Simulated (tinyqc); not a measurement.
On-chip power grid, static voltage drop by conjugate gradients: two steps of the calculation.

A grid of 4 rows and 3 columns, node k = 3 row + column. Neighbours in a row are joined by Rx, in a column by Ry; pad nodes, which reach the supply through Rp: 0. Each node draws I0, node 5 draws kh I0. The drops u = Vdd - V solve G u = i, with G the conductance matrix (1/Rp added on the diagonal at pad nodes).

Inputs (values chosen for the exercise):
```
symbol  value  unit                                   meaning
Rx          1   ohm        resistance of a horizontal segment
Ry       0.38   ohm          resistance of a vertical segment
Rp       0.19   ohm  resistance from a pad node to the supply
I0         11    mA          load current of an ordinary node
kh          3              factor on the load at the hot node
```

Task 1. Diagonal of G, loads and first direction. G_kk = sum of the conductances at node k. Start u = 0, so the residual is r = i; z = r/G_kk (Jacobi preconditioner), p = z.

Find: G_kk; r at the start; p at the start.

Result 1.

G_kk (S):
```
        col 0   col 1   col 2
row 0  8.8947  4.6316  3.6316
row 1  6.2632  7.2632  6.2632
row 2  6.2632  7.2632  6.2632
row 3  3.6316  4.6316  3.6316
```

r at the start (mA):
```
        col 0   col 1   col 2
row 0  11.000  11.000  11.000
row 1  11.000  11.000  33.000
row 2  11.000  11.000  11.000
row 3  11.000  11.000  11.000
```

p at the start (mV):
```
        col 0   col 1   col 2
row 0  1.2367  2.3750  3.0290
row 1  1.7563  1.5145  5.2689
row 2  1.7563  1.5145  1.7563
row 3  3.0290  2.3750  3.0290
```

Task 2. Conjugate-gradient step. q = G p; with z = r/G_kk: a = (r.z)/(p.q); u(new) = u + a p; r(new) = r - a q; b = (r.z)(new)/(r.z); p(new) = z(new) + b p.

u after iteration 1 (mV):
```
           col 0      col 1      col 2
row 0   6.367187  12.227893  15.594994
row 1   9.042476   7.797497  27.127427
row 2   9.042476   7.797497   9.042476
row 3  15.594994  12.227893  15.594994
```

r after iteration 1 (mA):
```
           col 0      col 1       col 2
row 0  -9.610571  -3.152542   37.981406
row 1   2.714788  43.233846  -64.270414
row 2  26.998491  25.148894   74.590469
row 3  -9.610571   6.075265   -9.610571
```

p after iteration 1 (mV):
```
           col 0      col 1      col 2
row 0   6.031646  12.977848  27.878198
row 1  10.533865  14.662261  20.039572
row 2  14.411095  12.172304  22.009814
row 3  14.773161  14.970216  14.773161
```

Find: q; a; u after iteration 2; r after iteration 2; b; p after iteration 2.

Result 2.

q (mA):
```
       col 0   col 1   col 2
row 0  12.95  -12.39   35.53
row 1  -2.48    9.74  -20.44
row 2  11.49  -25.99   34.07
row 3   0.76    7.76  -19.24
```

a = 2.345

u after iteration 2 (mV):
```
       col 0  col 1  col 2
row 0  20.51  42.66  80.97
row 1  33.74  42.18  74.12
row 2  42.84  36.34  60.65
row 3  50.24  47.33  50.24
```

r after iteration 2 (mA):
```
        col 0   col 1   col 2
row 0  -39.98   25.89  -45.33
row 1    8.54   20.40  -16.35
row 2    0.06   86.10   -5.29
row 3  -11.38  -12.11   35.51
```

b = 0.9851

p after iteration 2 (mV):
```
       col 0  col 1  col 2
row 0   1.45  18.38  14.98
row 1  11.74  17.25  17.13
row 2  14.21  23.85  20.84
row 3  11.42  12.13  24.33
```

tinyqc, about 0.09 s, one thread, Intel Xeon 2.30GHz (shared host): `OMP_NUM_THREADS=1 python tinyqc.py 2770158 2770159 out.jsonl`
